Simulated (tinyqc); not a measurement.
Moments against temperature: two-sublattice mean-field magnet: ferrimagnet, compensation points and susceptibility. Computed by tinyqc, a small Python program. Command: `OMP_NUM_THREADS=1 python tinyqc.py 3030671 3030672 out.jsonl ferri walk`. One thread of a shared host (Intel(R) Xeon(R) Processor @ 2.30GHz), about 0.02 s of CPU time with the checks.

A random alloy A(1-x)B(x) with H = -sum over pairs J S_i.S_j. a = <S_A> and b = <S_B> are taken along z, a > 0. Exchange fields: h_A = (1 - x) zJ_AA a + x zJ_AB b, h_B = (1 - x) zJ_AB a + x zJ_BB b; a = S_A B_(S_A)(S_A h_A/(k_B T)) and likewise for b, with the Brillouin function B_S(y) = [(2S + 1)/(2S)] coth[(2S + 1) y/(2S)] - [1/(2S)] coth[y/(2S)].

Inputs (values chosen for the exercise, for a model ferrimagnet): spin S_A = 1.5; spin S_B = 3.5; g factor g_A = 2.1; g factor g_B = 2; fraction x of B sites = 0.42; z J_AA = 46 meV; z J_BB = 5.1 meV; z J_AB = -14 meV; T over T_c = 0.28.

Constants: k_B = 8.617333262e-05 eV/K.

Method:
- Linearised, T (a, b) = M (a, b) with M_ij = S_i (S_i + 1) c_j zJ_ij/(3 k_B), c_A = 1 - x, c_B = x. T_c is the larger eigenvalue, and its eigenvector gives b/a at onset, (T_c - M_AA)/M_AB.
- Repeat from a = S_A, b = -S_B until a and b change by less than 1e-10.
- Net moment m = (1 - x) g_A a + x g_B b in mu_B per site; net spin s = (1 - x) a + x b.

T_c = 500.920 K

Sublattices:
```
T/T_c   T (K)   a/S_A   -b/S_B  m (mu_B)
0.05    25.05  1.0000  0.99997   -1.1129
0.15    75.14  0.9999  0.98537   -1.0701
0.30   150.28  0.9927  0.91390   -0.8733
0.45   225.41  0.9583  0.81020   -0.6311
0.60   300.55  0.8851  0.67924   -0.3800
0.72   360.66  0.7867  0.55461   -0.1933
0.84   420.77  0.6300  0.40638   -0.0438
0.92   460.85  0.4621  0.28075    0.0189
0.97   485.89  0.2893  0.16934    0.0308
```

What does the comparison show, and why?

At 0.45 T_c A keeps 0.96 and B 0.81 of saturation. m changes sign once (Neel type N).
